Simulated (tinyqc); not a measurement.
Inside a calculation. Method: coherent transport through a tight-binding region between two chains. One step of it, computed by the program tinyqc.

Question. Transmission at E = 0.68 eV. Surface Green function g = (E - i sqrt(4 t^2 - E^2)) / (2 t^2); self-energy tc^2 g on each contact site; G = (E - H - Sigma)^(-1); Gamma = -2 Im Sigma; T = Gamma_L Gamma_R |G_LR|^2; local density of states -Im G_ii / pi.

H of the central region (eV):
```
[[0.000000, -0.840000],
 [-0.840000, 0.000000]]
```

Leads: semi-infinite chains with site energy 0:
```
parameter                           value
lead hopping t (eV)              1.400000
coupling to the left lead (eV)   0.540000
coupling to the right lead (eV)  1.390000
left contact site                       1
right contact site                      2
```

E = 0.680000 eV

Give: g; G; local density of states; transmission.

Answer.

g = 0.173-0.693i 1/eV

G (1/eV):
```
[[0.681-0.945i, 0.453+0.544i],
 [0.453+0.544i, -0.208-0.517i]]
```

local density of states (1/eV): [0.301, 0.164]

transmission = 0.542
